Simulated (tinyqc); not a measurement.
Across the transition: q-state Potts model on a small periodic square lattice: enumeration, Metropolis, heat-bath and Wolff steps. Computed by tinyqc, a small Python program. Command: `OMP_NUM_THREADS=1 python tinyqc.py 3110548 3110549 out.jsonl potts walk`. One thread of a shared host (Intel(R) Xeon(R) Processor @ 2.30GHz), about 0.1 s of CPU time with the checks.

E = -J x (number of nearest-neighbour bonds with equal states); n x n sites with periodic edges have 2 n^2 bonds. Order parameter m = (q f - 1)/(q - 1), f being the largest share of one state. Sites are numbered row by row from 0. Here q = 2 and n = 4.

Inputs (values chosen for the exercise, for a model of domains or grain orientations):

| quantity | value | unit |
|---|---|---|
| number of states q | 2 | - |
| edge n | 4 | - |
| coupling J | 71 | meV |
| temperature T | 910 | K |

Constants: k_B = 8.617333262e-05 eV/K.

Method:
- K = J/(k_B T); the infinite square lattice orders at K_c = ln(1 + sqrt(q)); Wolff bond probability p = 1 - exp(-K).
- All q^(n^2) states are counted by their number b of equal bonds; weights g(b) exp(K b), K = J/(k_B T). Per site: u = -J <b>/n^2, c/k_B = K^2 (<b^2> - <b>^2)/n^2.
- m and U = 1 - <m^4>/(3 <m^2>^2) from the same sums; K = K_c T_c/T.

K_c = 0.881374

Exact values for this lattice:

| T/T_c | share of equal bonds | c (k_B/site) | <m> | U |
|---|---|---|---|---|
| 0.50 | 0.99810 | 0.04973 | 0.99802 | 0.66635 |
| 0.70 | 0.98261 | 0.25772 | 0.97999 | 0.66252 |
| 0.85 | 0.94907 | 0.54283 | 0.93412 | 0.64967 |
| 0.95 | 0.91285 | 0.72417 | 0.87863 | 0.63071 |
| 1.00 | 0.89141 | 0.78327 | 0.84386 | 0.61720 |
| 1.10 | 0.84557 | 0.81299 | 0.76609 | 0.58221 |
| 1.25 | 0.78070 | 0.68950 | 0.65005 | 0.51527 |
| 1.50 | 0.70351 | 0.41203 | 0.50624 | 0.39852 |
| 2.00 | 0.62999 | 0.15995 | 0.37045 | 0.24374 |
| 3.00 | 0.57836 | 0.05267 | 0.28601 | 0.13484 |

What follows from these numbers?

c is largest, 0.81 k_B, at T/T_c = 1.1: on so small a lattice the transition is a broad bump. At T_c the infinite lattice has a share (1 + 1/sqrt(q))/2 = 0.854 of equal bonds, against 0.891 here. <m> stays at 0.29 at 3 T_c, since the largest share among 16 sites always exceeds 1/q on average.

Extremes, crossings and ranges named in words are read from the listed rows.
